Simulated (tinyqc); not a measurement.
# Segregation gettering against temperature

Model: solubility, supersaturation, precipitation and gettering of an impurity in a silicon-like host. Computed by tinyqc, a small Python program. Command: `OMP_NUM_THREADS=1 python tinyqc.py 3020853 3020854 out.jsonl ripen sweep`. One thread of a shared host (Intel(R) Xeon(R) Processor @ 2.30GHz), about 0.01 s of CPU time with the checks.

The wafer was saturated at T1 and is then held at T.

Inputs (values chosen for the exercise, modelled on copper in silicon): site density N0 = 5e+22 1/cm^3; enthalpy of solution H = 1.49 eV; entropy of solution S = 2.3 k_B; diffusion prefactor D0 = 0.0041 cm^2/s; migration energy Q = 0.436 eV; temperature of saturation T1 = 1250 K; impurity density in the precipitate C_p = 5.7e+22 1/cm^3; interface energy gamma = 0.43 J/m^2; anneal time t = 69 s; wafer thickness w = 200 micrometre; segregation energy E_g = 0.72 eV; segregation prefactor k_0 = 0.0041; getter layer thickness t_g = 2.8 micrometre.

Gettering: segregation gettering in a layer.

Constants: k_B = 8.617333262e-05 eV/K; k_B = 1.380649e-23 J/K.

Method. C_eq(T) = N0 exp(S/k_B - H/(k_B T)); D(T) = D0 exp(-Q/(k_B T)); C0 = C_eq(T1). Supersaturation s = C0/C_eq(T); critical radius r* = 2 gamma/(C_p k_B T ln s); barrier W* = (4 pi/3) gamma r*^2. Strain energy is left out. k = k_0 exp(E_g/(k_B T)); in equilibrium the bulk keeps C/C0 = 1/(1 + k t_g/w). For a strong sink on one face the slowest diffusion mode has tau_w = 4 w^2/(pi^2 D), and C/C0 is estimated as c_eq + (1 - c_eq)(8/pi^2) sum over odd m up to 99 of exp(-m^2 t/tau_w)/m^2. Precipitation is left out here.

One run for each value:
```
anneal temperature T (K)  mean C/C0 at t  equilibrium C/C0  tau_w (s)  segregation coefficient k
625                              0.49069           0.02652     129.65                 2.6219e+03
695                              0.31519           0.09479      57.37                 6.8210e+02
766                              0.29984           0.24192      29.22                 2.2383e+02
836                              0.45047           0.44303      16.80                 8.9797e+01
906                              0.63301           0.63259      10.53                 4.1486e+01
977                              0.77093           0.77092       7.02                 2.1225e+01
1050                             0.85913           0.85913       4.89                 1.1712e+01
1120                             0.90932           0.90932       3.62                 7.1226e+00
1190                             0.93959           0.93959       2.78                 4.5926e+00
```

What does the table show, and why?

Over the rows, mean C/C0 at t goes from 0.491 through a minimum among these rows, 0.300 at 766, to 0.940; equilibrium C/C0 rises from 0.0265 to 0.940 (exponent d ln y / d ln x 12 between the first rows and 0.54 between the last); tau_w (s) falls from 130 to 2.78 (exponent d ln y / d ln x -7.7 between the first rows and -4.4 between the last). Cooling raises k but slows diffusion, so the result is best in between, near 766 K.

Caution (rows 625, 695, 766, 836, 906, 977, 1050): the barrier to homogeneous nucleation is below 35 k_B T for these inputs, so new precipitates would form and outnumber the fixed sinks assumed here.

Extremes, crossings and ranges named in words are read from the listed rows.
